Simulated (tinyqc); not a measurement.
# MOS inversion layer, Poisson-Schroedinger loop: effect of the temperature

Electrons confined at an insulator interface at z = 0, treated as a hard wall; parabolic valleys, Hartree approximation, no image or exchange terms. The depletion charge lies far deeper than the electrons and gives a uniform field q Nd/(eps0 eps_r); the gate balances all charge. Energies are counted from the band edge at the interface.

Schroedinger equation -(C/mz) psi'' + (V0 + U + dE for set B) psi = E psi, C = hbar^2/(2 m0), psi(0) = 0, on a uniform mesh of 800 nodes with a far wall at 33 nm, 8 levels a set; V0 = q Nd z/(eps0 eps_r); dU/dz = q (Ns - integral of n from 0 to z)/(eps0 eps_r), U(0) = 0; N_k = g md m0 q Vt/(pi hbar^2) ln(1 + exp((EF - E_k)/Vt)), g the number of valleys of the set, sum N_k = Ns. Triangular well: E_k = a_k (C F^2/mz)^(1/3), a_1 = 2.338107, a_2 = 4.087949, C = hbar^2/(2 m0), F in eV/nm. Fang-Howard (all electrons in the lowest level of set A): b^3 = 6 (mz1/C) q (Nd + 11 Ns/32)/(eps0 eps_r), centroid 3/b, level C b^2/(4 mz1) + (3/b) q (Nd + 11 Ns/16)/(eps0 eps_r). The centroid adds 3.9 z_av/eps_r to an oxide-equivalent thickness.

Parameters, values chosen for the exercise; masses and permittivity close to those of germanium (111): relative permittivity eps_r = 16.1; mass along z of valley set A (1 valley(s)) mz1 = 1.6 m0; in-plane density-of-states mass of set A md1 = 0.0816 m0; mass along z of valley set B (3 valley(s)) mz2 = 0.0932 m0; in-plane density-of-states mass of set B md2 = 0.345 m0; sheet density of electrons Ns = 1.1e13 cm^-2; sheet density of depletion charge Nd = 1e11 cm^-2; extra shift of set B (strain) dE = 0 eV.

Constants: q = 1.602176634e-19 C, kB = 1.380649e-23 J/K, hbar = 1.054571817e-34 J s, m0 = 9.1093837015e-31 kg, Vt = kB T/q, eps0 = 8.8541878128e-14 F/cm where lengths are in cm, hbar^2/(2 m0) = 0.0380998212 eV nm^2. Results are converted to the units shown.

The same in every row: Fang-Howard centroid (nm) = 1.35.

Results:
```
T (K)  A1 (meV)  B1 (meV)  EF (meV)  share of A1 (%)  share of set A (%)  centroid z_av (nm)  added oxide equivalent (nm)
20          153       290       297             44.6                70.4                2.44                        0.591
50          153       290       297             44.4                70.3                2.45                        0.593
77          153       291       296             44.2                69.8                2.48                        0.600
120         154       293       294             43.6                68.6                2.55                        0.618
300         155       306       282             39.4                61.3                2.99                        0.723
400         156       313       272             36.4                57.2                3.24                        0.784
500         156       320       260             33.2                53.3                3.49                        0.845
```

Estimate the missing row, T = 200 K.

Computed row:
```
T (K)  A1 (meV)  B1 (meV)  EF (meV)  share of A1 (%)  share of set A (%)  centroid z_av (nm)  added oxide equivalent (nm)
200         154       298       290             42.0                65.5                2.74                        0.663
```

With this row back in the table: As T goes from 20 to 500, A1 rises from 153 to 156 meV, the share of A1 falls from 44.6 to 33.2 % and the centroid rises from 2.44 to 3.49 nm. The Fang-Howard centroid is 45 % below the full one in the first row, where A1 holds 44.6 %, and 61 % below it in the last, where A1 holds 33.2 %.

Numbers from tinyqc (`OMP_NUM_THREADS=1 python tinyqc.py 2160044 2160045 out.jsonl`; about 1 s on one thread of a shared Intel Xeon 2.30GHz).
